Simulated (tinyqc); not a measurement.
# Worked calculation: admittance spectroscopy of a deep trap

tinyqc, about 0.01 s, one thread, Intel Xeon 2.30GHz (shared host): `OMP_NUM_THREADS=1 python tinyqc.py 2050064 2050065 out.jsonl` Printed values are rounded.

Schottky contact on an n-type layer with shallow donors Nd (all ionised) and a donor-like deep trap, neutral when filled and positive when empty; depletion approximation. Traps within lam of the depletion edge stay filled. The traps at xt = W - lam, where the level crosses the Fermi level, follow a slow signal and not a fast one. w = 2 pi f.

Values chosen for this exercise; material values close to those of gallium arsenide: relative permittivity eps_r = 12.7; conduction-band density of states at 300 K Nc = 4.48e17 cm^-3; thermal velocity at 300 K vth = 4.5e7 cm/s; shallow donor density Nd = 3.7e15 cm^-3; built-in voltage Vbi = 0.99 V; depth of the trap below the conduction edge Et = 0.54 eV; capture cross-section sn = 3.3e-16 cm^2; trap density Nt = 4.8e15 cm^-3; reverse bias Vr = 1.7 V; signal frequency f = 15000 Hz; temperature T = 490 K.

Constants: q = 1.602176634e-19 C, kB = 1.380649e-23 J/K, eps0 = 8.8541878128e-14 F/cm where lengths are in cm. Results are converted to the units shown.

## Widths and limiting capacitances

lam = sqrt(2 eps0 eps_r (EF - ET)/(q Nd)), EF - ET = Et - (kB T/q) ln(Nc(T)/Nd), Nc(T) = Nc (T/300 K)^1.5. In the steady state at the band bending V, 2 eps0 eps_r V/q = Nd W^2 + Nt (W - lam)^2 (the second term only if W > lam). V = Vbi + Vr. C_HF = eps0 eps_r/W, C_LF = eps0 eps_r (Nd + Nt)/(Nd W + Nt xt).

lam = 340.938 nm
W = 837.243 nm
xt = 496.304 nm
C_HF = 13.4308 nF/cm^2
C_LF = 17.4416 nF/cm^2

The step is 29.9 % of C_HF.

## Admittance at the signal frequency

Emission rate en = sn vth(T) Nc(T) exp(-Et/kB T) = sn g T^2 exp(-Et/kB T), g = vth Nc/(300 K)^2, as vth goes as T^0.5 and Nc as T^1.5 (degeneracy factor 1). Inflection frequency w0 = 2 en [1 + Nt xt/(Nd W)]; C = C_HF + (C_LF - C_HF)/(1 + (w/w0)^2), G/w = (C_LF - C_HF)(w/w0)/(1 + (w/w0)^2).

en = 49557.9 1/s
w0/(2 pi) = 27905.8 Hz
C = 16.5425 nF/cm^2
G/w = 1.67263 nF/cm^2

The signal lies near the inflection, where the loss is largest.
